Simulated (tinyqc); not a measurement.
From results back to parameters: Koster-Slater impurity in an sp3s* host.

Problem. In the Koster-Slater model a defect shifts the s level of its site by Vs and the p levels by Vp; an A1 level solves 1/Vs = G_s(E) and a T2 level 1/Vp = G_p(E), E from the top of the valence band. A defect has an A1 level at E = 1.1604 eV, one of the energies of the table, and a T2 level at 0.3868 eV.

G(E) of the host (1/eV):
```
E (eV),G_s,G_p
0.0000,0.0302026,0.2328260
0.1934,0.0224465,0.1764343
0.3868,0.0136597,0.1407912
0.5802,0.0033682,0.1128520
0.7736,-0.0091484,0.0885505
0.9670,-0.0250838,0.0657404
1.1604,-0.0466224,0.0426806
1.3538,-0.0783555,0.0171805
1.5472,-0.1324760,-0.0150847
```

Find: Vs, Vp.

Solution. Read G_s and G_p at the two energies and invert them. Vs is attractive and pulls its level down from the conduction bands. Vp is repulsive and pushes its level up from the valence bands.

Vs, Vp (eV): -21.4  7.1

(tinyqc, `OMP_NUM_THREADS=1 python tinyqc.py 1482115 1482116 out.jsonl`, Intel(R) Xeon(R) Processor @ 2.30GHz, 1 thread, shared host, about 0.01 s.)
